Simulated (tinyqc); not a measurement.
Tight binding, honeycomb lattice, step by step. Computed by tinyqc, a small Python program that keeps every step. Settings: t1 = 1.69, t2 = 0.11, phi = 0, delta = 0, points = 5. Command: `OMP_NUM_THREADS=1 python tinyqc.py 24262 24263 out.jsonl` (the two numbers bound the seeds that draw the settings). One thread of a shared host (Intel(R) Xeon(R) Processor @ 2.60GHz), about 0.01 s of CPU time with the checks.

## Bloch Hamiltonian at k

Parameters chosen for this model:
```
parameter,value,unit
t1,1.690000,"eV, nearest"
t2,0.110000,"eV, second neighbours"
phi,0,"rad, phase of t2 (Haldane)"
delta,0,"eV, +/- on A and B"
```

k point k (fractions of the reciprocal vectors): 0.43000  -0.42000

H_AB = -t1 (1 + exp(-i k.a1) + exp(-i k.a2)); H_AA = delta - 2 t2 sum cos(k.b + phi), H_BB = -delta - 2 t2 sum cos(k.b - phi), b = a1, a2 - a1, -a2.

H(k) at k (eV):
```
,A,B
A,0.26254,1.32012-0.09460i
B,1.32012+0.09460i,0.26254
```

## Levels at k

Diagonalise the Hermitian matrix.

eigenvalues (eV): -1.06096  1.58604

weights |c|^2 of the basis functions:
```
,band 1,band 2
A,0.50000,0.50000
B,0.50000,0.50000
```

## Bloch Hamiltonian at K

k point K (fractions of the reciprocal vectors): 0.33333  0.66667

As before.

H(k) at K (eV):
```
,A,B
A,0.33000,0.00000
B,0.00000,0.33000
```

## Levels at K

As before.

eigenvalues (eV): 0.33000  0.33000

## Bands along a path

The same steps at evenly spaced points between the labelled ones.

Bands along the path (eV):
```
k,band 1,band 2
G,-5.73000,4.41000
G-K 0.20,-5.32695,4.22861
G-K 0.40,-4.22308,3.68024
G-K 0.60,-2.69246,2.77649
G-K 0.80,-1.07551,1.59788
K,0.33000,0.33000
K-M 0.20,-0.25425,0.88908
K-M 0.40,-0.75649,1.33246
K-M 0.60,-1.14303,1.65253
K-M 0.80,-1.38673,1.84554
M,-1.47000,1.91000
M-K' 0.20,-1.38673,1.84554
M-K' 0.40,-1.14303,1.65253
M-K' 0.60,-0.75649,1.33246
M-K' 0.80,-0.25425,0.88908
K',0.33000,0.33000
```

With 1 band(s) filled, the highest filled level on these points lies at K and the lowest empty one at K: the bands touch or overlap, so there is no gap.
